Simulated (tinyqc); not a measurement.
Raising U: Hubbard chain of 6 sites, mean field against exact. Computed by the program tinyqc. Command: `OMP_NUM_THREADS=1 python tinyqc.py 110558 110559 out.jsonl`; one thread of a shared host (Intel(R) Xeon(R) Processor @ 2.60GHz), about 5 s.

one-body matrix (hopping and site energies) (eV):
```
         1        2        3        4        5        6
1   0.0000  -1.1400   0.0000   0.0000   0.0000   0.0000
2  -1.1400   0.0000  -1.1400   0.0000   0.0000   0.0000
3   0.0000  -1.1400   0.0000  -1.1400   0.0000   0.0000
4   0.0000   0.0000  -1.1400   0.0000  -1.1400   0.0000
5   0.0000   0.0000   0.0000  -1.1400   0.0000  -1.1400
6   0.0000   0.0000   0.0000   0.0000  -1.1400   0.0000
```

electrons, up and down: 3  3

Collinear unrestricted mean field (the lowest of 40 random starts) against exact diagonalisation.

Exact and mean-field results (eV):

| U | U/t | E exact | E mean field | mean \|n_up - n_down\| | double occupancy, exact | first gap in the sector |
|---|---|---|---|---|---|---|
| 0.5700 | 0.5000 | -7.151474 | -7.111227 | 0.0000 | 0.2265 | 0.9031 |
| 1.1400 | 1.0000 | -6.416938 | -6.256227 | 0.0000 | 0.2031 | 0.8093 |
| 2.2800 | 2.0000 | -5.182798 | -4.613608 | 0.4041 | 0.1584 | 0.6596 |
| 3.4200 | 3.0000 | -4.236317 | -3.455490 | 0.6726 | 0.1197 | 0.5452 |
| 4.5600 | 4.0000 | -3.525524 | -2.704585 | 0.8030 | 0.0896 | 0.4572 |
| 6.8400 | 6.0000 | -2.584051 | -1.857277 | 0.9093 | 0.0522 | 0.3375 |
| 9.1200 | 8.0000 | -2.015633 | -1.407060 | 0.9485 | 0.0329 | 0.2639 |
| 13.6800 | 12.0000 | -1.385551 | -0.944705 | 0.9770 | 0.0160 | 0.1817 |
| 22.8000 | 20.0000 | -0.845299 | -0.568859 | 0.9917 | 0.0061 | 0.1110 |

In absolute terms mean field is worst at U/t = 4.0, 0.821 eV too high: at small U it is nearly exact, and at large U it misses only exchange-scale energies. Its local moments set in at U/t = 2.0 of those listed, a broken symmetry that the exact state of a finite cluster with equal spins does not have. Relative to the exact energy its error is 0.6 % at the smallest U, 33 % at most and 33 % at the largest. The double occupancy falls from 0.226 to 0.006; at the largest U the first gap is 0.49 times the exchange scale 4t^2/U.
